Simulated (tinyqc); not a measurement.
Free and trapped electrons in a MOS channel with a dense trap tail: one step of the calculation.

p-type body, charge-sheet picture, full ionisation (an idealisation for deep acceptors), Boltzmann statistics for free electrons. e = Ec - EF at the surface. Acceptor-like traps of density D(E) = D0 + De exp(-E/Ew) at depth E below Ec, from 0 to Eu, hold n_t = integral of D(E)/(1 + exp((e - E)/Vt)). psi = Eg - Vt ln(Nv/Na) - e; N_dep = sqrt(2 eps0 eps_r Na (psi - Vt)/q); n_f = sqrt(N_dep^2 + 2 eps0 eps_r Vt Nc exp(-e/Vt)/q) - N_dep; Vg = Vfb + psi + q (N_dep + n_t + n_f)/Cox, Cox = eps0 eox/tox.

Problem. Trapped charge. Trapezoid rule on 15 equal steps from 0 to Eu, f = 1/(1 + exp((e - E)/Vt)).

Inputs (values chosen for the exercise); band and dielectric values close to those of gallium nitride:

| symbol | value | unit | meaning |
|---|---|---|---|
| T | 300 | K | temperature |
| D0 | 3.7e10 | cm^-2 eV^-1 | constant background density of acceptor-like traps |
| De | 4.6e13 | cm^-2 eV^-1 | density of the tail at the conduction edge |
| Ew | 0.08 | eV | decay energy of the tail |
| Eu | 0.76 | eV | depth below Ec down to which the traps reach |
| e | 0.081 | eV | Ec - EF at the surface |

Constants: q = 1.602176634e-19 C, kB = 1.380649e-23 J/K, Vt = kB T/q. Results are converted to the units shown.

Find: E; D(E) f; n_t.

Solution.

| point | E (eV) | D(E) f (cm^-2 eV^-1) |
|---|---|---|
| 0 | 0 | 1.922e12 |
| 1 | 0.05067 | 5.777e12 |
| 2 | 0.1013 | 8.931e12 |
| 3 | 0.1520 | 6.500e12 |
| 4 | 0.2027 | 3.656e12 |
| 5 | 0.2533 | 1.973e12 |
| 6 | 0.3040 | 1.066e12 |
| 7 | 0.3547 | 5.832e11 |
| 8 | 0.4053 | 3.270e11 |
| 9 | 0.4560 | 1.909e11 |
| 10 | 0.5067 | 1.187e11 |
| 11 | 0.5573 | 8.037e10 |
| 12 | 0.6080 | 6.002e10 |
| 13 | 0.6587 | 4.922e10 |
| 14 | 0.7093 | 4.349e10 |
| 15 | 0.7600 | 4.044e10 |

n_t = 1.537e12 cm^-2

Numbers from tinyqc (`OMP_NUM_THREADS=1 python tinyqc.py 2222244 2222245 out.jsonl`; about 0.02 s on one thread of a shared Intel Xeon 2.30GHz).
